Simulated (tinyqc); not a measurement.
From V/G_S back to pull rate V: crystal pulling from the melt: segregation, interface stability, heat balance and point-defect regime. Computed by tinyqc, a small Python program. Command: `OMP_NUM_THREADS=1 python tinyqc.py 3004283 3004284 out.jsonl pull inv`. One thread of a shared host (Intel(R) Xeon(R) Processor @ 2.30GHz), about 0.01 s of CPU time with the checks.

A dilute solute; steady pulling with a flat interface unless it is found unstable.

Inputs (values chosen for the exercise): gradient in the melt G_L = 17 K/cm; solid conductivity k_S = 19.8 W/(m K); melt conductivity k_L = 55.6 W/(m K); latent heat per volume L = 4270 J/cm^3; critical ratio xi_c = 0.14 mm^2/(min K).

Method. k_S G_S = k_L G_L + L V; the largest rate for this G_S, with G_L = 0, is k_S G_S/L. Voronkov: the crystal grows vacancy-rich if V/G_S > xi_c and interstitial-rich if below; at fixed G_L the neutral rate solves V = xi_c G_S(V).

Task: A run gave the result below. Find the pull rate V, known to lie between 0.45 and 0.79 mm/min.

V/G_S = 0.08021983 mm^2/(min K)

Result:

Each step takes the trial c = (a f_b - b f_a)/(f_b - f_a), f being the result less the target and a, b, c the logarithms of the listed values; c replaces end b, the old b replaces a if the sign of f changed, and otherwise f_a is halved.

Scan of the range:
```
pull rate V (mm/min)  V/G_S (mm^2/(min K))
0.450                             0.070410
0.494                             0.075428
0.543                             0.080738
0.596                             0.086178
0.655                             0.091891
0.719                             0.097716
0.790                             0.103767
```

False position (Illinois rule, in the logarithm of the input) inside the bracket:
```
step     end a     end b     trial  V/G_S (mm^2/(min K))
1     0.494000  0.543000  0.538009             0.0802102
2     0.543000  0.538009  0.538100             0.0802198
3     0.543000  0.538100  0.538100             0.0802198
4     0.538100  0.538100  0.538100             0.0802198
```

V/G_S rises at every point of a 13-point scan of the range (every second point is shown), so one value fits; it is bracketed by 0.494 and 0.543. Answer: pull rate V = 0.5381 mm/min.
